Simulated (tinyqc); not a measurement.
# MOS inversion layer, Poisson-Schroedinger loop: effects of single changes

Electrons confined at an insulator interface at z = 0, treated as a hard wall; parabolic valleys, Hartree approximation, no image or exchange terms. The depletion charge lies far deeper than the electrons and gives a uniform field q Nd/(eps0 eps_r); the gate balances all charge. Energies are counted from the band edge at the interface.

Parameters, values chosen for the exercise; masses and permittivity close to those of silicon (100):
- T = 300 K (temperature)
- eps_r = 11.7 (relative permittivity)
- mz1 = 0.921 m0 (mass along z of valley set A (2 valley(s)))
- md1 = 0.193 m0 (in-plane density-of-states mass of set A)
- mz2 = 0.193 m0 (mass along z of valley set B (4 valley(s)))
- md2 = 0.415 m0 (in-plane density-of-states mass of set B)
- Ns = 6.4e11 cm^-2 (sheet density of electrons)
- Nd = 8.1e11 cm^-2 (sheet density of depletion charge)
- dE = 0 eV (extra shift of set B (strain))

Constants: q = 1.602176634e-19 C, kB = 1.380649e-23 J/K, hbar = 1.054571817e-34 J s, m0 = 9.1093837015e-31 kg, Vt = kB T/q, eps0 = 8.8541878128e-14 F/cm where lengths are in cm, hbar^2/(2 m0) = 0.0380998212 eV nm^2. Results are converted to the units shown.

Each table varies one quantity; the others keep the values above.

## Effect of the sheet density of depletion charge

Schroedinger equation -(C/mz) psi'' + (V0 + U + dE for set B) psi = E psi, C = hbar^2/(2 m0), psi(0) = 0, on a uniform mesh of 800 nodes with a far wall at 94 nm, 8 levels a set; V0 = q Nd z/(eps0 eps_r); dU/dz = q (Ns - integral of n from 0 to z)/(eps0 eps_r), U(0) = 0; N_k = g md m0 q Vt/(pi hbar^2) ln(1 + exp((EF - E_k)/Vt)), g the number of valleys of the set, sum N_k = Ns. Triangular well: E_k = a_k (C F^2/mz)^(1/3), a_1 = 2.338107, a_2 = 4.087949, C = hbar^2/(2 m0), F in eV/nm. Fang-Howard (all electrons in the lowest level of set A): b^3 = 6 (mz1/C) q (Nd + 11 Ns/32)/(eps0 eps_r), centroid 3/b, level C b^2/(4 mz1) + (3/b) q (Nd + 11 Ns/16)/(eps0 eps_r). The centroid adds 3.9 z_av/eps_r to an oxide-equivalent thickness.

Results:

| Nd (cm^-2) | A1 (meV) | B1 (meV) | EF (meV) | share of A1 (%) | share of set A (%) | centroid z_av (nm) | added oxide equivalent (nm) | Fang-Howard centroid (nm) |
|---|---|---|---|---|---|---|---|---|
| 1e11 | 38.8 | 60.2 | -52.5 | 18.7 | 38.8 | 8.14 | 2.71 | 3.35 |
| 3.1e11 | 46.0 | 71.8 | -37.3 | 25.5 | 43.9 | 5.30 | 1.77 | 2.83 |
| 5.3e11 | 53.0 | 83.6 | -24.3 | 31.9 | 48.0 | 4.11 | 1.37 | 2.52 |
| 9.4e11 | 65.2 | 104 | -4.62 | 42.3 | 54.7 | 3.09 | 1.03 | 2.18 |
| 1.6e12 | 83.0 | 134 | 20.7 | 56.1 | 64.5 | 2.36 | 0.788 | 1.88 |
| 2.9e12 | 114 | 186 | 59.3 | 75.3 | 79.4 | 1.74 | 0.579 | 1.57 |
| 5e12 | 156 | 259 | 107 | 90.7 | 92.1 | 1.32 | 0.442 | 1.32 |

Estimate the missing row, Nd = 1.7e11 cm^-2.

Computed row:

| Nd (cm^-2) | A1 (meV) | B1 (meV) | EF (meV) | share of A1 (%) | share of set A (%) | centroid z_av (nm) | added oxide equivalent (nm) | Fang-Howard centroid (nm) |
|---|---|---|---|---|---|---|---|---|
| 1.7e11 | 41.3 | 64.1 | -47.0 | 21.0 | 40.7 | 6.82 | 2.27 | 3.14 |

With this row back in the table: As Nd goes from 1e11 to 5e12, A1 rises from 38.8 to 156 meV, the share of A1 rises from 18.7 to 90.7 % and the centroid falls from 8.14 to 1.32 nm. A1 goes as Nd^(0.58) between the last two rows (a triangular well in the field of that charge alone gives 2/3). The Fang-Howard centroid is 59 % below the full one in the first row, where A1 holds 18.7 %, and 0.27 % below it in the last, where A1 holds 90.7 %. For Nd = 1e11, 1.7e11 the eighth level of a set still holds over 0.4 % of the electrons, so more levels and a farther wall would raise the centroid.

## Effect of the sheet density of electrons

Schroedinger equation -(C/mz) psi'' + (V0 + U + dE for set B) psi = E psi, C = hbar^2/(2 m0), psi(0) = 0, on a uniform mesh of 800 nodes with a far wall at 30 nm, 8 levels a set; V0 = q Nd z/(eps0 eps_r); dU/dz = q (Ns - integral of n from 0 to z)/(eps0 eps_r), U(0) = 0; N_k = g md m0 q Vt/(pi hbar^2) ln(1 + exp((EF - E_k)/Vt)), g the number of valleys of the set, sum N_k = Ns.

Effect of the sheet density of electrons:

| Ns (cm^-2) | A1 (meV) | B1 (meV) | EF (meV) | share of A1 (%) | share of set A (%) | centroid z_av (nm) | added oxide equivalent (nm) | Fang-Howard centroid (nm) |
|---|---|---|---|---|---|---|---|---|
| 1e11 | 46.6 | 77.6 | -77.4 | 34.2 | 49.1 | 3.68 | 1.23 | 2.42 |
| 2.1e11 | 49.8 | 82.0 | -54.1 | 35.3 | 49.8 | 3.60 | 1.20 | 2.39 |
| 4.5e11 | 56.5 | 91.1 | -25.9 | 37.5 | 51.4 | 3.44 | 1.15 | 2.32 |
| 9.7e11 | 69.7 | 109 | 10.7 | 41.8 | 54.6 | 3.16 | 1.05 | 2.19 |
| 2.1e12 | 94.6 | 143 | 61.7 | 49.0 | 59.9 | 2.75 | 0.917 | 1.99 |
| 4.4e12 | 137 | 198 | 132 | 58.2 | 66.9 | 2.28 | 0.761 | 1.73 |
| 9.4e12 | 211 | 294 | 243 | 67.2 | 73.8 | 1.82 | 0.605 | 1.44 |
| 2e13 | 335 | 457 | 424 | 72.1 | 77.4 | 1.44 | 0.479 | 1.16 |

What does the table show?

As Ns goes from 1e11 to 2e13, A1 rises from 46.6 to 335 meV, the share of A1 rises from 34.2 to 72.1 % and the centroid falls from 3.68 to 1.44 nm. A1 goes as Ns^(0.62) between the last two rows (a triangular well in the field of that charge alone gives 2/3). EF lies more than 2 meV above A1 for Ns = 9.4e12, 2e13. The Fang-Howard centroid is 34 % below the full one in the first row, where A1 holds 34.2 %, and 19 % below it in the last, where A1 holds 72.1 %.

Program tinyqc, `OMP_NUM_THREADS=1 python tinyqc.py 2160021 2160022 out.jsonl`; Intel Xeon 2.30GHz, shared host, one thread, about 0.8 s.
